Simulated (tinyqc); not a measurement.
Schottky barrier with interface states (Cowley-Sze model), image lowering and contact resistance: one step, computed by the program tinyqc.

An n-type semiconductor under a metal. The barrier lies between the Schottky-Mott limit phi_M - chi and the Bardeen limit E_g - E_n, E_n being the neutrality level of the interface states; the space-charge term of the full Cowley-Sze expression is left out.

Problem. Thermionic current. A* = 4 pi e m_e M_c k_B^2/h^3 (a simple valley count); J_s = A* T^2 exp(-phi/k_B T). J_0 uses phi_B; the reverse current uses phi_B less the image lowering, times 1 - exp(-V_r/k_B T).

Inputs (values chosen for the exercise, with gap, mass and screening modelled on germanium):
```
quantity           value  unit
electron mass m_e  0.212   m_0
valleys M_c            4     -
temperature T        200     K
reverse bias V_r     4.3     V
```

Pinning factor from: Moench relation.

barrier phi_B = 0.5540524 eV

image lowering = 0.02011545 eV

Constants: e = 1.602176634e-19 C; m_0 = 9.1093837015e-31 kg; k_B = 1.380649e-23 J/K; h = 6.62607015e-34 J s; k_B = 8.617333262e-05 eV/K.

Give: Richardson constant A*; J_0; thermionic reverse current.

Solution.

Richardson constant A* = 101.91 A cm^-2 K^-2

J_0 = 4.4541e-08 A/cm^2

thermionic reverse current = 1.4310e-07 A/cm^2

Image lowering raises the reverse current by a factor 3.21.
